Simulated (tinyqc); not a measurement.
Via and link resistance from two via chains.

Question. A chain of 2000 vias joined by 2000 metal links has R = 2000 (Rv + Rlink), with Rlink proportional to the link length. Find Rv, Rlink for length L, and the value of Rv that the short chain would give if the links were ignored.

resistance of chains of 2000 links with link lengths L and 3 L (ohm): [70000, 1.38e5]

Answer. R per link is a straight line in the link length; its intercept at zero length is Rv.

Rv = 18.0 ohm
Rlink = 17.0 ohm
Rv without correction = 35.0 ohm

tinyqc, about 0.01 s, one thread, Intel Xeon 2.30GHz (shared host): `OMP_NUM_THREADS=1 python tinyqc.py 2750109 2750110 out.jsonl`
